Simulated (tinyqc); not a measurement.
# Ballistic Schottky-barrier transistor with a two-dimensional channel, WKB contacts: effects of single changes

Source Fermi level 0, drain Fermi level -Vd. Far from the contacts Ec = pn - psi, and the gate moves psi one to one; the band edges relax as exp(-x/lam) from pn at the source and pn - Vd at the drain; Ev = Ec - Eg. A carrier of energy w inside the channel band meets at a contact a barrier of height D (the contact edge beyond the channel edge): T = 1 for w >= D, else exp(-S), S = 4 lam sqrt(m/C) [sqrt(D - w) - sqrt(w) arctan sqrt((D - w)/w)], C = hbar^2/(2 m0). The two contacts combine as Ts Td/(Ts + Td - Ts Td).

Inputs (values chosen for the exercise); channel values close to those of a molybdenum disulphide layer:
```
symbol  value  unit                                 meaning
T         300     K                             temperature
Eg        1.7    eV                                band gap
pn       0.32    eV  barrier for electrons at both contacts
mn        0.5    m0                           electron mass
mp       0.62    m0                               hole mass
g           2                           valleys or subbands
lam       1.9    nm        screening length at the contacts
Vd        0.1     V                              drain bias
```

Constants: q = 1.602176634e-19 C, kB = 1.380649e-23 J/K, hbar = 1.054571817e-34 J s, h = 6.62607015e-34 J s, m0 = 9.1093837015e-31 kg, Vt = kB T/q, hbar^2/(2 m0) = 0.0380998212 eV nm^2. Results are converted to the units shown.

Each table varies one quantity; the others keep the values above.

## Effect of the drain bias on the off state

I/W = g (2 q^2/h) int T(w) [N(Es + w) - N(Ed + w)] dw with w the energy of motion along the channel, N(y) = (1/2 pi) sqrt(pi m kB T/C) Fm(-y/kB T), Fm(x) = (1/sqrt(pi)) int_0^infinity u^(-1/2)/(1 + exp(u - x)) du. Electrons: Ds = psi, Dd = psi - Vd, Es = Ec, Ed = Ec + Vd. Holes: Ds = -psi, Dd = Vd - psi, Es = -Ev, Ed = -Ev - Vd. The size of each current is taken; both flow from drain to source and add. The integrals are converged. For each Vd, psi is set to the minimum of I.

Effect of the drain bias on the off state:

| Vd (V) | psi at the minimum (V) | smallest I (uA/um) |
|---|---|---|
| 0.05 | -0.700 | 1.09e-14 |
| 0.21 | -0.633 | 1.67e-13 |
| 0.37 | -0.570 | 1.88e-12 |
| 0.53 | -0.507 | 2.16e-11 |
| 0.68 | -0.447 | 2.18e-10 |
| 0.84 | -0.382 | 2.62e-9 |
| 1 | -0.317 | 3.23e-8 |

What does the comparison show?

The smallest current rises from 1.09e-14 to 3.23e-8 uA/um, 6.82 decades a volt between the last two rows, and the minimum moves by 0.40 V a volt over the table: a larger Vd lets holes enter from the drain while electrons still enter from the source.

## Ambipolar transfer curve

Same model as above.

Swing = d(psi)/d(log10 I).

Ambipolar transfer curve:

| ps (V) | electrons (uA/um) | holes (uA/um) | I (uA/um) | swing (mV/decade) |
|---|---|---|---|---|
| -1.1 | 9.000e-22 | 6.713e-10 | 6.713e-10 | -88.44 |
| -0.96 | 2.024e-19 | 1.834e-11 | 1.834e-11 | -90.74 |
| -0.82 | 4.550e-17 | 5.541e-13 | 5.541e-13 | -93.62 |
| -0.67 | 1.506e-14 | 1.488e-14 | 2.995e-14 | 297.7 |
| -0.53 | 3.387e-12 | 5.923e-16 | 3.388e-12 | 59.54 |
| -0.39 | 7.616e-10 | 2.847e-17 | 7.616e-10 | 59.53 |
| -0.25 | 1.713e-7 | 1.760e-18 | 1.713e-7 | 59.53 |
| -0.1 | 5.669e-5 | 1.248e-19 | 5.669e-5 | 59.53 |
| 0.04 | 0.006003 | 1.367e-20 | 0.006003 | 135.9 |
| 0.18 | 0.06326 | 2.133e-22 | 0.06326 | 131.4 |
| 0.33 | 1.000 | 6.443e-25 | 1.000 | 121.8 |
| 0.47 | 10.47 | 2.866e-27 | 10.47 | 168.2 |

I goes from 6.71e-10 through a minimum of 2.99e-14 (at ps = -0.67 V among the rows listed) to 10.5 uA/um; the exact minimum lies at psi = -0.678 V. Holes carry the left branch and electrons the right. The ratio of the last row to the smallest is 3.50e14 and of the first row 22400, with barriers of 0.32 eV for electrons and 1.38 eV for holes. The steepest swing among the rows is 59.5 mV/decade, against the thermionic limit 59.5.

Range of the model: No scattering, image-force lowering, channel charge or band-to-band tunnelling; parabolic kappa overstates S deep in the gap.

Computed by the program tinyqc: `OMP_NUM_THREADS=1 python tinyqc.py 2390116 2390117 out.jsonl`, one thread of a shared Intel Xeon 2.30GHz, about 0.4 s for the whole run.
